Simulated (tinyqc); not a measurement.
Pressure-driven transition between two phases with analytic equations of state: one step, computed by the program tinyqc. Command: `OMP_NUM_THREADS=1 python tinyqc.py 3019901 3019902 out.jsonl transition walk`. One thread of a shared host (Intel(R) Xeon(R) Processor @ 2.30GHz), about 0.03 s of CPU time with the checks.

Each phase obeys E = E0 + (9 V0 B0/16) [y^3 B' + y^2 (2 - 4 y)], y = (V0/V)^(2/3) - 1; P = (3 B0/2) (x^7 - x^5) [1 + (3/4)(B' - 4)(x^2 - 1)], x = (V0/V)^(1/3); E0 = 0 for phase 1 and Delta E0 for phase 2. H = E + P V.

Task: One Newton step. At the estimate, solve P(V) = P for each phase, form H, and step P(new) = P - (H_2 - H_1)/(V_2 - V_1), since dH/dP = V.

Inputs (values chosen for the exercise, for two model phases):
```
quantity                                   value             unit
volume V0 of phase 1                        11.8  angstrom^3/atom
B0 of phase 1                               80.2              GPa
B' of phase 1                               3.78                -
volume V0 of phase 2                        10.4  angstrom^3/atom
B0 of phase 2                               72.6              GPa
B' of phase 2                               5.08                -
energy of phase 2 above phase 1, Delta E0   0.05          eV/atom
```

Equation of state: Birch-Murnaghan.

rigid estimate = 5.722059 GPa

Constants: 1 eV/angstrom^3 = 160.2176634 GPa.

Give: V_1; H_1; V_2; H_2; next pressure.

Result:

V_1 = 11.076 angstrom^3

H_1 = 0.40787 eV

V_2 = 9.7305 angstrom^3

H_2 = 0.40869 eV

next pressure = 5.8205 GPa
